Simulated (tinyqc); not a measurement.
Bandgap voltage reference from two bipolar transistors: output against temperature.

Two transistors of area 1 and N carry the same current I. Is(T) = Is (T/T0)^eta exp[(Vg0 q/kB)(1/T0 - 1/T)], VBE1 = Vt ln(I/Is(T)) + I rb, VBE2 = Vt ln(I/(N Is(T))) + I rb/N. The amplifier forces I R1(T) = VBE1 - VBE2 + Vos, with R(T) = R (1 + tc (T - T0)) for both resistors, and the output is Vref = VBE1 + I R2(T). Base currents and the Early effect are neglected.

Vt = kB T/q; I = (Vt ln N + Vos)/(R1(T) - rb (1 - 1/N)).

Values chosen for this exercise; values of the order met in silicon bipolar transistors:

| symbol | value | unit | meaning |
|---|---|---|---|
| T0 | 300 | K | reference temperature |
| Vg0 | 1.177 | V | band-gap voltage extrapolated to 0 K |
| eta | 3.5 |  | temperature exponent of the saturation current |
| Is | 7e-16 | A | saturation current of the unit transistor at T0 |
| N | 15 |  | area ratio of the second transistor |
| R1 | 2 | kohm | resistor across which the difference of VBE falls, at T0 |
| tc | -1200 | ppm/K | temperature coefficient of both resistors |
| Vos | 0 | mV | offset of the amplifier |
| rb | 0 | ohm | series resistance of the unit transistor |
| R2 | 17.52 | kohm | output resistor at T0 |

Constants: q = 1.602176634e-19 C, kB = 1.380649e-23 J/K. Results are converted to the units shown.

Output against temperature:

| T (K) | I (uA) | VBE1 (V) | I R2 (V) | Vref (V) | Vref - Vref(T0) (mV) | dVref/dT (uV/K) |
|---|---|---|---|---|---|---|
| 218 | 23.158 | 0.79774 | 0.44565 | 1.2434 | -6.7621 | 109.62 |
| 233 | 25.163 | 0.76864 | 0.47631 | 1.2449 | -5.2026 | 98.484 |
| 253 | 27.944 | 0.72959 | 0.51719 | 1.2468 | -3.3690 | 85.143 |
| 273 | 30.854 | 0.69028 | 0.55808 | 1.2484 | -1.7868 | 73.312 |
| 298 | 34.688 | 0.64084 | 0.60919 | 1.2500 | -0.11979 | 60.374 |
| 323 | 38.758 | 0.59110 | 0.66029 | 1.2514 | 1.2469 | 49.244 |
| 348 | 43.087 | 0.54111 | 0.71140 | 1.2525 | 2.3558 | 39.720 |
| 373 | 47.701 | 0.49089 | 0.76250 | 1.2534 | 3.2450 | 31.651 |
| 398 | 52.628 | 0.44049 | 0.81361 | 1.2541 | 3.9495 | 24.923 |
| 423 | 57.902 | 0.38993 | 0.86472 | 1.2547 | 4.5017 | 19.454 |

What does the table show?

VBE1 falls by 1.99 mV/K on average and I R2 rises by 2.04 mV/K. Between 233 and 398 K Vref spans 9.15 mV, or 44.4 ppm/K by the box method (span over the average over T, over 165 K).

tinyqc, about 0.02 s, one thread, Intel Xeon 2.30GHz (shared host): `OMP_NUM_THREADS=1 python tinyqc.py 2062030 2062031 out.jsonl`
